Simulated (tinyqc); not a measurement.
# Thermoelectric coefficients of a parabolic band, Landauer integrals, step by step

Computed by the program tinyqc: `OMP_NUM_THREADS=1 python tinyqc.py 2800119 2800120 out.jsonl`, one thread of a shared Intel Xeon 2.30GHz, about 0.1 s for the whole run. Printed values are rounded.

Bulk parabolic band, x = (E - Ec)/kB T, C = hbar^2/(2 m0), kB T in eV. Modes per area gv m kB T x/(4 pi C) times the back-scattering length l0 x^rr give the transport function s0 X(x), s0 = (2 q^2/h) gv m kB T l0/(4 pi C), X = x^(1 + rr). I_k = int X (x - eta)^k w dx, w = 1/(4 cosh^2((x - eta)/2)).

Parameters, values chosen for the exercise:
- T = 300 K (temperature)
- m = 0.68 m0 (mass of one valley)
- gv = 3 (valleys)
- l0 = 21 nm (back-scattering length at x = 1)
- rr = 0 (energy exponent of that length)
- kL = 0.33 W/(m K) (lattice thermal conductivity)
- eta = 3.6 (reduced Fermi level (EF - Ec)/kB T)
- xa = 0 (lower end of the grid)
- xe = 14 (upper end of the grid)
- nE = 15 (points of the grid)

Constants: q = 1.602176634e-19 C, kB = 1.380649e-23 J/K, hbar = 1.054571817e-34 J s, h = 6.62607015e-34 J s, m0 = 9.1093837015e-31 kg, Vt = kB T/q, hbar^2/(2 m0) = 0.0380998212 eV nm^2. Results are converted to the units shown.

Range of the model: Parabolic bands, elastic scattering and a fixed kL make these model figures, not those of a material.

## The three integrals on a coarse grid

Simpson's rule on nE equally spaced points from xa to xe.

| point | x | X | w | X w |
|---|---|---|---|---|
| 0 | 0.00000 | 0 | 0.02588959 | 0 |
| 1 | 1.00000 | 1 | 0.06435830 | 0.06435830 |
| 2 | 2.00000 | 2 | 0.1397638 | 0.2795276 |
| 3 | 3.00000 | 3 | 0.2287842 | 0.6863527 |
| 4 | 4.00000 | 4 | 0.2402607 | 0.9610430 |
| 5 | 5.00000 | 5 | 0.1586849 | 0.7934245 |
| 6 | 6.00000 | 6 | 0.07625500 | 0.4575300 |
| 7 | 7.00000 | 7 | 0.03125247 | 0.2187673 |
| 8 | 8.00000 | 8 | 0.01198134 | 0.09585069 |
| 9 | 9.00000 | 9 | 0.004476057 | 0.04028451 |
| 10 | 10.00000 | 10 | 0.001656049 | 0.01656049 |
| 11 | 11.00000 | 11 | 6.105062e-4 | 0.006715568 |
| 12 | 12.00000 | 12 | 2.247662e-4 | 0.002697195 |
| 13 | 13.00000 | 13 | 8.271038e-5 | 0.001075235 |
| 14 | 14.00000 | 14 | 3.043063e-5 | 4.260288e-4 |

I_0, I_1, I_2 on this grid: [3.623585, 3.128963, 12.70626]

Converged values are 3.6270, 3.1385 and 12.747; the grid is 0.093 % below the first and 0.32 % below the last.

## Coefficients of the electrons

converged I_0, I_1, I_2: [3.626957, 3.138544, 12.74708]

sigma = s0 I_0, S = -(kB/q) I_1/I_0, Lorenz number L = (kB/q)^2 [I_2/I_0 - (I_1/I_0)^2], kappa_e = L sigma T.

s0 = 1792.279 S/cm
sigma = 6500.518 S/cm
S = -74.56906 uV/K
L = 2.053787 x 1e-8 V^2/K^2
kappa_e = 4.005204 W/(m K)

L is 16 % below the Sommerfeld value (pi^2/3)(kB/q)^2 = 2.443e-8 V^2/K^2. The Mott formula -(pi^2/3)(kB/q)(1 + rr)/eta gives -78.7 uV/K, 5.6 % above S in size.

## Power factor and figure of merit

Power factor S^2 sigma, ZT = S^2 sigma T/(kappa_e + kL).

power factor = 3.614643 mW/(m K^2)
ZT = 0.2501365
electronic share of kappa = 92.38790 %
